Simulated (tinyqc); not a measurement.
Cluster expansion of a binary alloy: correlations, fit, cross-validation and ground states. From alpha_1 back to first-pair interaction V1. Computed by tinyqc, a small Python program. Command: `OMP_NUM_THREADS=1 python tinyqc.py 3017918 3017919 out.jsonl clex inv`. One thread of a shared host (Intel(R) Xeon(R) Processor @ 2.30GHz), about 0.2 s of CPU time with the checks.

s = +1 for A and -1 for B. Energy per site E = J0 + J1 P(point) + sum over clusters of m V P, with P the mean product of spins; V > 0 on a pair favours unlike neighbours. Clusters per site m: pair 1 6, pair 2 3, pair 3 12, triplet 8; the triplet is the triangle of first neighbours. Formation energies are counted from the line between pure A and pure B, which removes J0 and J1.

Inputs (values chosen for the exercise, for a model alloy): second-pair interaction V2 = 0.8 meV; third-pair interaction V3 = 0.0043 meV; triplet interaction Vt = 2.4 meV; temperature T = 940 K; fraction x of B = 0.68.

Lattice: fcc.

Constants: k_B = 8.617333262e-05 eV/K.

Method. Random alloy: P(pair) = p^2, P(triplet) = p^3, p = 1 - 2x, so H_mix = (p^2 - 1) sum m V(pairs) + (p^3 - p) m Vt; G_mix = H_mix + k_B T [x ln x + (1 - x) ln(1 - x)]. To first order in 1/T the Warren-Cowley parameter of shell 1 is alpha_1 = -(1 - p^2) V_eff/(k_B T), V_eff = V1 + (number of triplets on a first-neighbour bond) p Vt, that number being 4.

Question. A run gave the result below. Find the first-pair interaction V1, known to lie between 9.8 and 18 meV.

alpha_1 = -0.1073884

Answer.

Each step takes the trial c = (a f_b - b f_a)/(f_b - f_a), f being the result less the target and a, b, c the logarithms of the listed values; c replaces end b, the old b replaces a if the sign of f changed, and otherwise f_a is halved.

Scan of the range:
```
first-pair interaction V1 (meV)    alpha_1
9.8                              -0.068168
10.8                             -0.078913
12.0                             -0.091808
13.3                             -0.105777
14.7                             -0.120820
16.3                             -0.138013
18.0                             -0.156279
```

False position (Illinois rule, in the logarithm of the input) inside the bracket:
```
step    end a    end b    trial    alpha_1
1     13.3000  14.7000  13.4434  -0.107317
2     14.7000  13.4434  13.4497  -0.107385
3     14.7000  13.4497  13.4503  -0.107391
4     13.4497  13.4503  13.4500  -0.107388
```

alpha_1 falls at every point of a 13-point scan of the range (every second point is shown), so one value fits; it is bracketed by 13.3 and 14.7. The scan shows a straight line, so linear interpolation between any two rows gives the answer at once. Answer: first-pair interaction V1 = 13.45 meV.
